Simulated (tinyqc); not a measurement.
# Junctionless gate-all-around wire, depletion approximation: effects of single changes

A uniformly doped n-type wire of radius R under a surrounding gate; long channel. Below flat band a shell from radius rc to R is fully depleted and the neutral core, at channel potential V (0 at the source, Vd at the drain), carries the current with constant mobility; s = (rc/R)^2 is the share of the cross-section that conducts. The edge of the depleted shell is taken as abrupt, so there is no subthreshold current.

Values chosen for this exercise; material values close to those of germanium: relative permittivity of the semiconductor eps_r = 16; relative permittivity of the gate insulator eox = 9; insulator thickness tox = 6.2 nm; wire radius R = 4 nm; donor density Nd = 9.1e18 cm^-3; flat-band voltage Vfb = 1.13 V; effective mobility in the wire mu = 48 cm^2/(V s); gate length L = 0.5 um.

Constants: q = 1.602176634e-19 C, eps0 = 8.8541878128e-14 F/cm where lengths are in cm. Results are converted to the units shown.

Each table varies one quantity; the others keep the values above.

## Effect of the wire radius on the threshold

Cox = eps0 eox/(R ln(1 + tox/R)); A = q Nd R^2/(4 eps0 eps_r); B = q Nd R/(2 Cox); VT = Vfb - A - B. The flat-band conductance is G0 = q mu Nd pi R^2/L.

Effect of the wire radius on the threshold:
```
R (nm)  Cox (uF/cm^2)      A (V)     B (V)   VT (V)   G0 (uS)
1.3            3.4977  0.0043482  0.027095   1.0986  0.074312
1.8            2.9679  0.0083362  0.044212   1.0775   0.14247
2.4            2.6015   0.014820  0.067252   1.0479   0.25328
3.3            2.2838   0.028019   0.10534  0.99664   0.47885
4.4            2.0598   0.049811   0.15572  0.92447   0.85129
5.9            1.8804   0.089563   0.22872  0.81171    1.5307
8              1.7360    0.16467   0.33595  0.62939    2.8142
```

Read the table: what changes, and by how much?

As R goes from 1.3 to 8 nm, VT falls from 1.10 to 0.629 V and G0 rises from 0.0743 to 2.81 uS. A + B goes on average as R^(1.52). The device is normally off (VT > 0) in 7 of the 7 rows. More conductance costs threshold voltage: the same dopants that conduct must be depleted. For R = 1.3 to 2.4 nm the radius is under two Debye lengths (at 300 K), so the depletion picture is rough. For R = 1.3 to 2.4 nm quantum confinement, left out here, matters.

## Effect of the insulator thickness on the threshold

Same model as above.

The same in every row: A (V) = 0.04117; G0 (uS) = 0.7035.

Results:
```
tox (nm)  Cox (uF/cm^2)    B (V)  VT (V)
2.1               4.721  0.06177   1.027
3                 3.560  0.08191   1.007
4.3               2.729   0.1068  0.9820
6.2               2.128   0.1370  0.9518
8.9               1.701   0.1714  0.9174
19                1.139   0.2560  0.8328
```

Estimate the missing row, tox = 13 nm.

Computed row:
```
tox (nm)  Cox (uF/cm^2)   B (V)  VT (V)
13                1.377  0.2118  0.8770
```

With this row back in the table: As tox goes from 2.1 to 19 nm, VT falls from 1.03 to 0.833 V and G0 stays at 0.704 uS. A + B goes on average as tox^(0.48). The device is normally off (VT > 0) in 7 of the 7 rows.

Computed by the program tinyqc: `OMP_NUM_THREADS=1 python tinyqc.py 2460072 2460073 out.jsonl`, one thread of a shared Intel Xeon 2.30GHz, about 0.01 s for the whole run.
